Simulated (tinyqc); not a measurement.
## Planar metal-insulator-metal capacitor: capacitance, non-linearity, leakage and relaxation: capacitance, non-linearity and leakage against thickness

A film between two metal electrodes, each interface adding a series capacitance ci. The small-signal permittivity is ek (1 + aq E^2); the field is found with the linear permittivity. Leakage J = J0 sinh(E/Ef). After a voltage step the film passes a relaxation current kr C V tt^(-nr), tt being the time in seconds.

Planar film: Cf = eps0 ek/t, 1/C = 1/Cf + 2/ci, EOT = 3.9 eps0/C, effective permittivity C t/eps0, E = (V/t) C/Cf; quadratic coefficient [C(V)/C - 1]/V^2 with Cf (1 + aq E^2) in C(V).

Values chosen for this exercise; permittivity of the order of that of silicon nitride:
```
symbol    value       unit                                                             meaning
ek         6.68                                              relative permittivity of the film
ci           37    uF/cm^2  capacitance of each electrode interface (dead layer and screening)
aq       0.0032  cm^2/MV^2                     quadratic field coefficient of the permittivity
V           1.9          V                                                                bias
J0      1.2e-11     A/cm^2                                                   leakage prefactor
Ef         0.17      MV/cm                             field for an e-fold rise of the leakage
```

Constants: eps0 = 8.8541878128e-14 F/cm where lengths are in cm. Results are converted to the units shown.

Capacitance, non-linearity and leakage against thickness:

| t (nm) | C (uF/cm^2) | EOT (nm) | effective permittivity | E (MV/cm) | quadratic coefficient (ppm/V^2) | J (A/cm^2) |
|---|---|---|---|---|---|---|
| 2.5 | 2.098 | 1.646 | 5.923 | 6.738 | 3.511e4 | 9.824e5 |
| 3.7 | 1.471 | 2.347 | 6.149 | 4.727 | 1.813e4 | 7.134 |
| 5.5 | 1.016 | 3.398 | 6.313 | 3.265 | 8912 | 0.001314 |
| 8.2 | 0.6942 | 4.974 | 6.429 | 2.230 | 4241 | 2.988e-6 |
| 12 | 0.4801 | 7.193 | 6.507 | 1.542 | 2053 | 5.225e-8 |
| 18 | 0.3229 | 10.70 | 6.563 | 1.037 | 936.8 | 2.677e-9 |
| 27 | 0.2165 | 15.95 | 6.602 | 0.6955 | 423.7 | 3.587e-10 |
| 40 | 0.1467 | 23.54 | 6.627 | 0.4712 | 195.3 | 9.556e-11 |
| 60 | 0.09805 | 35.22 | 6.645 | 0.3150 | 87.48 | 3.733e-11 |

C falls from 2.10 to 0.0981 uF/cm^2 while the effective permittivity goes from 5.92 to 6.64 (ek = 6.68). EOT is a straight line in t with slope 3.9/ek = 0.584 and intercept 0.187 nm. The quadratic coefficient goes as t^(-1.69) between the first two rows and t^(-1.98) between the last two (-2 without interfaces), and J falls by 16.4 decades. For t = 2.5, 3.7 direct tunnelling, left out, would add to the leakage.

Program tinyqc, `OMP_NUM_THREADS=1 python tinyqc.py 2102059 2102060 out.jsonl`; Intel Xeon 2.30GHz, shared host, one thread, about 0.01 s.
